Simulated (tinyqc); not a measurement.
Worked calculation: plane-wave Kohn-Sham cycle with exchange-only LDA in a layered model solid. One step of it, computed by the program tinyqc.

Question. Iteration 1: potential. V_H(G) = 4 pi rho(G)/G^2 for G != 0 (uniform background); v_x = -(3 rho/pi)^(1/3); V = V_ext + V_H + v_x; Fourier components f(G_m) = (1/N) sum_j f(x_j) exp(-i G_m x_j).

A solid whose potential varies along x alone (atomic units):
```
parameter                      value
period a                   17.800000
cross-section of the cell  10.000000
electrons per cell                 2
grid points                       16
plane waves -n..n, n               3
k points                           1
V1 in V1 cos(2 pi x/a)     -0.210000
V2 in V2 cos(4 pi x/a)      0.140000
```

density at the start, on the grid x_j = j a/N (e/bohr^3): 0.01123596  0.01123596  0.01123596  0.01123596  0.01123596  0.01123596  0.01123596  0.01123596  0.01123596  0.01123596  0.01123596  0.01123596  0.01123596  0.01123596  0.01123596  0.01123596

Give: Potentials on the grid; V(G_m), m = 0, 1, 2, ....

Answer.

Potentials on the grid (hartree):
```
x        V_ext    V_H     v_x       V
0.000   -0.070  0.000  -0.221  -0.291
1.113   -0.095  0.000  -0.221  -0.316
2.225   -0.148  0.000  -0.221  -0.369
3.337   -0.179  0.000  -0.221  -0.400
4.450   -0.140  0.000  -0.221  -0.361
5.562   -0.019  0.000  -0.221  -0.239
6.675    0.148  0.000  -0.221  -0.072
7.787    0.293  0.000  -0.221   0.072
8.900    0.350  0.000  -0.221   0.129
10.012   0.293  0.000  -0.221   0.072
11.125   0.148  0.000  -0.221  -0.072
12.238  -0.019  0.000  -0.221  -0.239
13.350  -0.140  0.000  -0.221  -0.361
14.463  -0.179  0.000  -0.221  -0.400
15.575  -0.148  0.000  -0.221  -0.369
16.688  -0.095  0.000  -0.221  -0.316
```

V(G_m), m = 0, 1, 2, ... (hartree): -0.221  -0.105  0.070  0.000  0.000  0.000  0.000
